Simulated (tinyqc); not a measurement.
Trap density from one capacitance.

Question. Traps spread evenly through the insulator exchange electrons with the semiconductor by tunnelling, with tau(x) = t0 exp(2 ka x) at depth x from the interface. The admittance per area Y seen at depth x obeys dY/dx = -Y^2/(i w eps0 eox) + q Nb ln(1 + i w tau)/tau, with Y(0) = i w Cs and w = 2 pi f; the gate sees Y(tox) = G + i w C. Working variable y = Y/(i w), in uF/cm^2. Cox = eps0 eox/tox. Find Nb and G/w.

Inputs (values chosen for the exercise):
- eox = 8.84 (relative permittivity of the insulator)
- tox = 3.3 nm (insulator thickness)
- Cs = 6.2 uF/cm^2 (semiconductor capacitance in accumulation)
- ka = 3.6 1/nm (decay constant of the wave function in the insulator)
- t0 = 5e-9 s (time constant of a trap at the interface)
- f = 1e6 Hz (frequency)

Constants: q = 1.602176634e-19 C, eps0 = 8.8541878128e-14 F/cm where lengths are in cm. Results are converted to the units shown.

C = 1.7412180 uF/cm^2

Answer. C rises steadily with Nb, so one density matches; in practice ka and t0 must come from the frequency dependence.

Nb = 2.100e19 cm^-3 eV^-1
G/w = 0.01219 uF/cm^2

tinyqc, about 0.4 s, one thread, Intel Xeon 2.30GHz (shared host): `OMP_NUM_THREADS=1 python tinyqc.py 2202006 2202007 out.jsonl`
